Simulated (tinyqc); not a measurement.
# Floating body of a partially depleted SOI transistor: body voltage and kink: transfer curve and swing

Source at 0 V. Channel current Ic = 2 nf K Vt^2 [F(0) - F(Vd)](1 + la Vd), F(V) = ln^2(1 + exp((Vg - VT - nf V)/(2 nf Vt))), VT = VT0 - gb Vb. Saturation voltage Vs = 2 Vt sqrt(F(0)) + 3 Vt, excess Ve = (Vd - Vs + sqrt((Vd - Vs)^2 + 0.0004 V^2))/2, multiplication M1 = Ai Ve exp(-Bl/Ve). Each junction passes D(v) = J1 (exp(v/Vt) - 1) + J2 (exp(v/(2 Vt)) - 1). Bipolar current Ib = bb J1 (exp(Vb/Vt) - 1). The body settles where M1 (Ic + Ib) = D(Vb) + D(Vb - Vd) + Vb/Rb; drain current Id = (1 + M1)(Ic + Ib) - D(Vb - Vd).

Rows with more than one solution for Vb (latch) are left out; dId/dVd by a forward difference over 1e-4 V, swing = 1e-4 V over the change of log10 Id; M1 under 1e-12 is printed as 0.

Inputs (values chosen for the exercise); values of the order met in partially depleted silicon-on-insulator transistors:
```
symbol,value,unit,meaning
T,358,K,temperature
VT0,0.54,V,threshold at zero body voltage
gb,0.11,,fall of the threshold per volt of body voltage
nf,1.26,,slope factor
K,570,uA/(V^2 um),gain factor per width
la,0.04,1/V,channel-length modulation factor
Ai,2.62,1/V,impact-ionisation prefactor
Bl,7.7,V,impact-ionisation voltage
J1,1.1e-11,uA/um,diffusion saturation current of each junction
J2,1.9e-8,uA/um,recombination saturation current of each junction
bb,1,,gain of the lateral bipolar transistor on the diffusion current
Rb,1e9,kohm um,"resistance of a weak body tie to the source (1e9 stands for no tie, and the term is then dropped)"
Vd,1.6,V,drain voltage
```

Constants: q = 1.602176634e-19 C, kB = 1.380649e-23 J/K, Vt = kB T/q. Results are converted to the units shown.

Results:
```
Vg (V)	Vb (V)	M1	Id, floating (uA/um)	Id, grounded (uA/um)	ratio	swing, floating (mV/decade)	swing, grounded (mV/decade)
0.09	0.2154	0.02387	2.562e-5	1.395e-5	1.837	75.29	89.76
0.19	0.3844	0.02378	5.359e-4	1.810e-4	2.960	77.39	90.01
0.29	0.5061	0.02343	0.009419	0.002304	4.087	83.62	91.29
0.49	0.6571	0.01920	1.083	0.2651	4.084	126.1	109.9
0.59	0.6962	0.01471	4.892	1.681	2.909	189.2	145.9
0.69	0.7163	0.01027	13.31	6.288	2.117	280.8	212.6
0.79	0.7248	0.006720	26.70	15.56	1.716	388.5	304.6
0.89	0.7260	0.004144	44.90	29.81	1.506	502.8	410.5
```

Estimate the missing row, Vg = 0.39 V.

Computed row:
```
Vg (V)	Vb (V)	M1	Id, floating (uA/um)	Id, grounded (uA/um)	ratio	swing, floating (mV/decade)	swing, grounded (mV/decade)
0.39	0.5934	0.02221	0.1275	0.02736	4.659	95.22	95.75
```

With this row back in the table: Vb rises from 0.215 to 0.726 V. The smallest swing among the rows is 75.3 mV a decade with a floating body (at Vg = 0.09 V) and 89.8 with a grounded one; Vt ln 10 = 71.0. The floating swing is smaller by more than 3 % for Vg = 0.09, 0.19, 0.29 V, where the rising Vb lowers the threshold as Vg rises. In the first row the floating body raises the current by a factor of 1.84.

Range of the model: The multiplication law is an empirical form chosen for the exercise; self-heating and capacitive coupling to the body are left out, and the linear laws are rough once Vb passes about 0.7 V or M1 about 0.1.

Numbers from tinyqc (`OMP_NUM_THREADS=1 python tinyqc.py 2182223 2182224 out.jsonl`; about 0.2 s on one thread of a shared Intel Xeon 2.30GHz).
